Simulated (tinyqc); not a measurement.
Against temperature: two-band model of a narrow-gap semiconductor with electrons and holes. Computed by tinyqc, a small Python program. Command: `OMP_NUM_THREADS=1 python tinyqc.py 3027539 3027540 out.jsonl bipolar walk`. One thread of a shared host (Intel(R) Xeon(R) Processor @ 2.30GHz), about 0.09 s of CPU time with the checks.

Two parabolic bands with acoustic scattering (r = -1/2, a = 0), a gap that does not change with T, and fully ionised dopants. Melting is ignored, so values above the melting point are formal, and kappa_L does not change with T. eta_n = (E_F - E_c)/(k_B T), eta_p = -eta_n - E_g/(k_B T).

Inputs (values chosen for the exercise, modelled on Mg2Si):
```
quantity                                value        unit
electron mass m_n                        0.93         m_0
hole mass m_p                             1.5         m_0
electron mobility parameter mu_300,n      330  cm^2/(V s)
hole mobility parameter mu_300,p           50  cm^2/(V s)
temperature exponent p                    1.5           -
band gap E_g                             0.63          eV
net doping N                          1.5e+19      1/cm^3
lattice thermal conductivity kappa_L      3.7     W/(m K)
```

Doping: p-type.

Constants: k_B = 8.617333262e-05 eV/K; m_0 = 9.1093837015e-31 kg; k_B = 1.380649e-23 J/K; hbar = 1.054571817e-34 J s; e = 1.602176634e-19 C.

Method:
- With x = E/(k_B T), a = alpha k_B T (0 for a parabolic band), G = x (1 + a x), D = 1 + 2 a x and <y> = int y f (1 - f) dx, f = 1/(1 + exp(x - eta)): tau = tau_0 G^r/D; transport function s = G^(3/2 + r)/D^2; n = N_0 <G^(3/2)> with N_0 = (2 m k_B T)^(3/2)/(3 pi^2 hbar^3).
- Integrals over x = E/(k_B T) use 160 Gauss-Legendre points in u = sqrt(x) from 0 to sqrt(max(eta, 0) + 32).
- sigma = e mu_0 N_0 <s> with mu_0 = e tau_0/m = mu_300 (T/300 K)^(-p); |S| = (k_B/e)(<x s>/<s> - eta); Lorenz number L = (k_B/e)^2 (<x^2 s>/<s> - (<x s>/<s>)^2); kappa_e = L sigma T; zT = S^2 sigma T/(kappa_L + kappa_e).
- Neutrality: p - n = N, with n = N_0(m_n) <x^(3/2)> at eta_n and p = N_0(m_p) <x^(3/2)> at eta_p.
- Both bands together (these totals replace the one-band zT): sigma = sigma_n + sigma_p; S = (sigma_p |S_p| - sigma_n |S_n|)/sigma; kappa_bip = (sigma_n sigma_p/sigma)(|S_n| + |S_p|)^2 T; kappa_e = (L_n sigma_n + L_p sigma_p) T; zT = S^2 sigma T/(kappa_L + kappa_e + kappa_bip); weak-field R_H = (r_p sigma_p^2/p - r_n sigma_n^2/n)/(e sigma^2), where the Hall factors r_n and r_p are <x^(3/2)> <x^(1/2)>/<s>^2.

The same sample:
```
T (K)  n (1/cm^3)  p (1/cm^3)  sigma (S/cm)  S (microvolt/K)  kappa_bip (W/(m K))        zT  R_H (cm^3/C)
150    4.2680e-03  1.5000e+19        227.62           190.31           1.5128e-19  0.032926       0.46947
200    2.2147e+03  1.5000e+19        153.42           223.88           4.0099e-14  0.041025       0.47549
250    6.8682e+06  1.5000e+19        112.11           250.74           7.4609e-11  0.047068       0.47913
300    1.6093e+09  1.5000e+19         86.41           273.10           1.1607e-08  0.051696       0.48151
350    8.5045e+10  1.5000e+19         69.19           292.21           4.3659e-07  0.055330       0.48316
400    1.7568e+12  1.5000e+19         56.99           308.90           6.7532e-06  0.058241       0.48435
500    1.3557e+14  1.5000e+19         41.12           336.91           3.2524e-04  0.062541       0.48567
600    2.7134e+15  1.5003e+19         31.48           358.42           4.4793e-03  0.065001       0.48167
750    6.1063e+16  1.5061e+19         23.30           356.90           6.3343e-02  0.058746       0.37687
900    5.2233e+17  1.5522e+19         21.83           217.21           3.2245e-01  0.022878      -0.15652
1050   2.3628e+18  1.7363e+19         30.17           -30.77           7.0960e-01  0.000673      -0.58402
1200   6.6887e+18  2.1689e+19         49.27          -169.29           9.9631e-01  0.035418      -0.45771
```

What does the comparison show, and why?

Among the rows where S keeps the majority sign, zT is largest at 600 K and |S| at 600 K. Among these rows sigma is least at 900 K; at higher T thermal pairs outweigh the falling mobility. R_H changes sign between 750 and 900 K. S changes sign between 900 and 1050 K. kappa_bip reaches 0.996 W/(m K) at the last row, 0.269 times kappa_L.

Extremes, crossings and ranges named in words are read from the listed rows.
